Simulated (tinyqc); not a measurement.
# IGBT as a p-i-n diode in series with a MOS channel, on-state and switching loss: effect of the high-injection lifetime

High injection (n = p) in a drift layer from x = -W/2 (anode) to +W/2 (cathode side), recombination only in the layer with lifetime tau, ideal emitters. The channel feeds the cathode side and carries the whole current. Auger recombination, carrier-carrier scattering, emitter losses and the carrier dip under the p body are left out.

b = mn/mp, B = (b - 1)/(b + 1), La = sqrt(2 Vt mn mp tau/(mn + mp)), y = W/(2 La). n(x) = (tau J/(2 q La))[cosh(x/La)/sinh y - B sinh(x/La)/cosh y]. Vm = Vt [(8 b/(b + 1)^2)(sinh y/s) arctan(s sinh y) + B ln((1 + B tanh^2 y)/(1 - B tanh^2 y))], s = sqrt(1 - B^2 tanh^2 y); Vj = Vt ln(n(-W/2) n(W/2)/ni^2), ni = sqrt(Nc Nv) exp(-Eg/(2 Vt)), Eg in volts; Vc = J Rch; Von = Vm + Vj + Vc. Stored charge tau J, turn-off energy Eoff = ks tau J Vdc, loss at half duty 0.5 J Von + f Eoff. A unipolar device on the same layer has Vu = J (W/(q mn Nd) + Rch).

Inputs (values chosen for the exercise); material values close to those of silicon:

| symbol | value | unit | meaning |
|---|---|---|---|
| T | 350 | K | temperature |
| Eg | 1.13 | eV | band gap |
| Nc | 3.54e19 | cm^-3 | conduction-band density of states at T |
| Nv | 3.3e19 | cm^-3 | valence-band density of states at T |
| mn | 997 | cm^2/(V s) | electron mobility |
| mp | 342 | cm^2/(V s) | hole mobility |
| W | 350 | um | width of the drift layer |
| Nd | 1.8e13 | cm^-3 | doping of the drift layer |
| J | 50 | A/cm^2 | current density |
| Rch | 2.1 | mohm cm^2 | channel and accumulation resistance |
| Vdc | 1800 | V | link voltage |
| ks | 0.09 |  | turn-off energy per stored charge and link voltage |
| f | 1 | kHz | switching frequency |

Constants: q = 1.602176634e-19 C, kB = 1.380649e-23 J/K, Vt = kB T/q. Results are converted to the units shown.

The same in every row: Vu (V) = 608.7.

Effect of the high-injection lifetime:
```
tau (us)       y  Von (V)  Eoff (mJ/cm^2)  total loss (W/cm^2)
2.6        2.769    1.459           21.06                57.54
4.2        2.179    1.179           34.02                63.50
6.9        1.700    1.057           55.89                82.31
11         1.346    1.008           89.10                114.3
18         1.052   0.9895           145.8                170.5
30        0.8152   0.9905           243.0                267.8
49        0.6379    1.002           396.9                422.0
80        0.4992    1.021           648.0                673.5
130       0.3916    1.043            1053                 1079
```

What does the table show?

As tau goes from 2.6 to 130 us, Von goes from 1.46 through a minimum of 0.989 (at tau = 18 us among the rows listed) to 1.04 V, Eoff rises from 21.1 to 1050 mJ/cm^2 and the total loss rises from 57.5 to 1080 W/cm^2. Von is below Vu in 9 of the 9 rows. For tau = 11 to 130 us the density at the anode passes 2e17 cm^-3, where Auger recombination and emitter losses matter.

Computed by the program tinyqc: `OMP_NUM_THREADS=1 python tinyqc.py 2590047 2590048 out.jsonl`, one thread of a shared Intel Xeon 2.30GHz, about 0.01 s for the whole run.
